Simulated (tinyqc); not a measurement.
Changing the temperature T: competing polymorphs of an oxide film: bulk, surface, grain-boundary, dopant and field terms. Computed by tinyqc, a small Python program. Command: `OMP_NUM_THREADS=1 python tinyqc.py 3027478 3027479 out.jsonl polymorph sweep`. One thread of a shared host (Intel(R) Xeon(R) Processor @ 2.30GHz), about 0.01 s of CPU time with the checks.

Phases: monoclinic m (reference), polar orthorhombic o, tetragonal t. Free energies per formula unit (f.u.); 1 J/m^2 x angstrom^3/nm = 6.241509 meV.

Inputs (values chosen for the exercise, for a model oxide): energy of the polar phase o over m = 81.4 meV/f.u.; energy of the tetragonal phase t over m = 162 meV/f.u.; entropy of o over m = 0.0087 meV/(f.u. K); entropy of t over m = 0.075 meV/(f.u. K); surface energy of m = 2.71 J/m^2; surface energy of o = 2.32 J/m^2; surface energy of t = 2.15 J/m^2; volume per formula unit Omega = 32.7 angstrom^3; film thickness h = 14 nm; grain radius R = 23 nm; dopant content x = 2.4 %; shift of o per % of dopant = -3.5 meV/f.u.; shift of t per % of dopant = -17 meV/f.u.; width sigma of ln R = 0.32; interlayer thickness (SiO2) = 0.66 nm.

Geometry: free particles.

permittivities of m, o, t: [18, 28, 41]

Method:
- Bulk term b = H - T S + (shift) x, zero for m. The undoped bulk turns from m to t at T = H_t/S_t.
- Area per volume: A = 3/R for a sphere; G = b + gamma Omega A.
- With G = b + gamma Omega A (b the bulk free energy per formula unit, A the area per volume), two phases i, j cross at A_ij = (b_j - b_i)/(Omega (gamma_i - gamma_j)); o has a window only if A_mo < A_ot.
- Grain radii are log-normal by volume with median R and width sigma; the share with A above A* is that with radius below R*, R* = 3/A* (all if A* <= 0), share = (1/2) erfc[-ln(R*/R)/(sqrt 2 sigma)]. Effective permittivity of a layer of thickness h built of such grains, taken in parallel: sum of share x eps; EOT = interlayer + 3.9 h/eps.

One run for each value:
```
temperature T (K)  G(o) - G(m) (meV/f.u.)  G(t) - G(o) (meV/f.u.)  share of o  A_ot (1/nm)
200                                60.878                  30.414           0       1.0070
350                                59.573                  20.469           0       0.7204
500                                58.268                  10.524           0       0.4338
650                                56.963                   0.579           0       0.1471
800                                55.658                  -9.366           0      -0.1395
950                                54.353                 -19.311           0      -0.4261
1100                               53.048                 -29.256           0      -0.7128
1250                               51.743                 -39.201           0      -0.9994
1400                               50.438                 -49.146           0      -1.2860
```

Describe and explain the trends.

Over the rows, G(o) - G(m) (meV/f.u.) falls from 60.9 to 50.4; G(t) - G(o) (meV/f.u.) falls from 30.4 to -49.1; share of o does not change. G(t) - G(o) falls by 0.066 meV per kelvin, the entropy excess of t over o, and changes sign between 650 and 800 K: of these two phases t is the lower when hot and o when cold.

Caution (all rows): this is an equilibrium ranking; real films often keep the phase that nucleates first on cooling from t.

Extremes, crossings and ranges named in words are read from the listed rows.
